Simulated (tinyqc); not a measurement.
Dose and depth of a threshold implant.

Problem. A sheet of D acceptors per cm^2 lies at depth xi inside the depleted layer of a body doped Na. In the depletion approximation VT = Vfb + f2 + q D/Cox + gamma sqrt(f2 + Vsb - q D xi/(eps0 eps_r)), gamma = sqrt(2 eps0 eps_r q Na)/Cox, Cox = eps0 eox/tox. Find gamma, D and xi.

Values chosen for this exercise; band and dielectric values close to those of silicon:
- eps_r = 11.7 (relative permittivity)
- Na = 5.5e15 cm^-3 (acceptor density deep in the body)
- eox = 22.1 (relative permittivity of the gate insulator (close to hafnium oxide))
- tox = 22 nm (insulator thickness)
- Vfb = -0.76 V (flat-band voltage)
- f2 = 0.765 V (band bending 2 phiF at threshold)

Constants: q = 1.602176634e-19 C, eps0 = 8.8541878128e-14 F/cm where lengths are in cm. Results are converted to the units shown.

VT against the source at Vsb = 0 and 2.6 V (V): [0.13526325, 0.18332304]

Answer. With y^2 = f2 - q D xi/(eps0 eps_r) and d the difference of the thresholds over gamma, sqrt(y^2 + Vsb) - y = d gives y = (Vsb - d^2)/(2 d). The first threshold then gives D, and y^2 gives xi.

gamma = 0.04804 V^0.5
D = 5.100e11 cm^-2
xi = 16.00 nm

tinyqc, about 0.4 s, one thread, Intel Xeon 2.30GHz (shared host): `OMP_NUM_THREADS=1 python tinyqc.py 2080067 2080068 out.jsonl`
